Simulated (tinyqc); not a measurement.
# From threshold step of one trap back to width W

Model: thermal, flicker and telegraph noise of a field-effect transistor. Computed by tinyqc, a small Python program. Command: `OMP_NUM_THREADS=1 python tinyqc.py 3010304 3010305 out.jsonl noise inv`. One thread of a shared host (Intel(R) Xeon(R) Processor @ 2.30GHz), about 0.01 s of CPU time with the checks.

Strong inversion, threshold roll-off and channel-length modulation left out; noise sources are uncorrelated and are given as one-sided spectral densities.

Inputs (values chosen for the exercise, modelled on a silicon n-channel):

| quantity | value | unit |
|---|---|---|
| length L | 450 | nm |
| electrical oxide thickness t | 4.9 | nm |
| mobility mu | 320 | cm^2/(V s) |
| saturation velocity v_s | 0.86 | 1e7 cm/s |
| overdrive V_ov | 0.61 | V |
| oxide trap density N_t | 1.1e+18 | 1/(eV cm^3) |
| oxide barrier phi | 1.5 | eV |
| oxide mass m_ox | 0.28 | m_0 |
| frequency f | 60000 | Hz |
| temperature T | 200 | K |

Operating region: saturation. Flicker model: number fluctuation.

Constants: eps_0 = 8.8541878128e-12 F/m; hbar = 1.054571817e-34 J s; m_0 = 9.1093837015e-31 kg; e = 1.602176634e-19 C; k_B = 8.617333262e-05 eV/K.

Method:
- C_ox = 3.9 eps_0/t; V_c = 2 v_s L/mu; I = W C_ox v_s V_ov^2/(V_ov + V_c); g_m = W C_ox v_s V_ov (V_ov + 2 V_c)/(V_ov + V_c)^2; g_d0 = mu C_ox (W/L) V_ov.
- Tunnelling length lambda = hbar/(2 sqrt(2 m_ox phi)); flat-band noise S_Vfb = e^2 k_B T lambda N_t/(W L C_ox^2 f). S_I = g_m^2 S_Vfb.
- Active traps per decade of time constant: N_dec = N_t k_B T W L lambda ln(10); a single trap at the interface shifts the threshold by e/(W L C_ox) and the current by g_m times that; tunnelling depth for frequency f, z = lambda ln(1/(2 pi f tau_0)), tau_0 = 1e-10 s.

Task: A run gave the result below. Find the width W, known to lie between 5.1 and 13 micrometre.

threshold step of one trap = 0.007631724 mV

Result:

Each step takes the trial c = (a f_b - b f_a)/(f_b - f_a), f being the result less the target and a, b, c the logarithms of the listed values; c replaces end b, the old b replaces a if the sign of f changed, and otherwise f_a is halved.

Scan of the range:

| width W (micrometre) | threshold step of one trap (mV) |
|---|---|
| 5.10 | 0.00990628 |
| 5.96 | 0.00847685 |
| 6.97 | 0.00724850 |
| 8.14 | 0.00620664 |
| 9.52 | 0.00530693 |
| 11.10 | 0.00455153 |
| 13.00 | 0.00388631 |

False position (Illinois rule, in the logarithm of the input) inside the bracket:

| step | end a | end b | trial | threshold step of one trap (mV) |
|---|---|---|---|---|
| 1 | 5.96000 | 6.97000 | 6.63777 | 0.00761130 |
| 2 | 5.96000 | 6.63777 | 6.60488 | 0.00764919 |
| 3 | 6.63777 | 6.60488 | 6.62002 | 0.00763170 |
| 4 | 6.60488 | 6.62002 | 6.62000 | 0.00763172 |
| 5 | 6.60488 | 6.62000 | 6.62000 | 0.00763172 |
| 6 | 6.62000 | 6.62000 | 6.62000 | 0.00763172 |

Threshold step of one trap falls at every point of a 13-point scan of the range (every second point is shown), so one value fits; it is bracketed by 5.96 and 6.97. The scan shows a pure power law with exponent -1.0000, so scaling from any one row also gives the answer directly. Answer: width W = 6.620 micrometre.
